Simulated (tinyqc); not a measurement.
From one set of inputs to another, one input at a time: speciation in dilute and buffered hydrofluoric acid, oxide etch rate and bath loading. Computed by tinyqc, a small Python program. Command: `OMP_NUM_THREADS=1 python tinyqc.py 3120201 3120202 out.jsonl hfetch ladder`. One thread of a shared host (Intel(R) Xeon(R) Processor @ 2.30GHz), about 0.01 s of CPU time with the checks.

Concentrations stand for activities, NH4+ and Cl- are spectators, and water ionisation is neglected. H, F and HF2 denote the ions H+, F- and HF2-. The base temperature is 298 K.

The inputs printed are set A. Inputs not listed in the table keep their values of set A, so the rows need not describe a real material.

Inputs (values chosen for the exercise, of the order of those for thermal oxide at room temperature):
```
quantity                            value            unit
HF added                              1.4           mol/L
NH4F added                           0.49           mol/L
HCl added                               0           mol/L
K1 = [H][F]/[HF]                 0.000627           mol/L
K2 = [HF2]/([HF][F])                 3.71           L/mol
K3 = [H2F2]/[HF]^2                   2.63           L/mol
rate constant of neutral HF k_a        13  nm L/(min mol)
rate constant of HF2 k_b               65  nm L/(min mol)
activation energy                    0.36              eV
temperature error                     1.5               K
oxide removed per wafer                30              nm
```

Constants: k_B = 8.617333262e-05 eV/K.

Method:
- Fluoride balance: [HF] + [F] + 2 [HF2] + 2 [H2F2] = HF added + NH4F added. Acid balance: [H] + [HF] + [HF2] + 2 [H2F2] = HF added + HCl added. For a trial [H], [HF] = [H][F]/K1, and the fluoride balance is a quadratic in [F].
- The root is refined to 1e-13 in pH = -log10 [H].
- Rate = k_a ([HF] + 2 [H2F2]) + k_b [HF2], an empirical two-term form.
- Time = oxide/rate; a temperature error changes the rate by exp((E_a/k_B)(1/298 - 1/(298 + error))) - 1.

Each row keeps all changes above it:
```
input moved                                           from        to      pH  etch rate (nm/min)  share of HF2 in the rate (%)
set A                                                    -         -  2.9418              33.039                        56.199
HF added (mol/L)                                       1.4      0.19  3.9659               7.578                        84.282
K3 = [H2F2]/[HF]^2 (L/mol)                            2.63      2.76  3.9691               7.554                        84.149
rate constant of HF2 k_b (nm L/(min mol))               65        53  3.9691               6.380                        81.233
K1 = [H][F]/[HF] (mol/L)                          0.000627  0.000721  3.9085               6.380                        81.235
rate constant of neutral HF k_a (nm L/(min mol))        13        14  3.9085               6.472                        80.079
K2 = [HF2]/([HF][F]) (L/mol)                          3.71      4.31  3.9278               6.745                        82.341
NH4F added (mol/L)                                    0.49         0  1.9673               2.644                         6.932
```

Where does the difference come from?

pH goes from 2.94 to 1.97, a factor 0.669 in all. The largest single move comes from NH4F added (a factor 0.501), and HF added works against it (a factor 1.35). Etch rate goes from 33.0 to 2.64, a factor 0.0800 in all. The largest single move comes from HF added (a factor 0.229). Share of HF2 in the rate goes from 56.2 to 6.93, a factor 0.123 in all. The largest single move comes from NH4F added (a factor 0.0842), and HF added works against it (a factor 1.50). The single moves hold for this order of the switches; the total does not depend on the order.

Caution (rows set A, HF added, K3 = [H2F2]/[HF]^2, rate constant of HF2 k_b, K1 = [H][F]/[HF], rate constant of neutral HF k_a, K2 = [HF2]/([HF][F])): at ionic strengths above about 0.5 mol/L activities differ much from concentrations, so pH and rates are only indicative.

Extremes, crossings and ranges named in words are read from the listed rows.
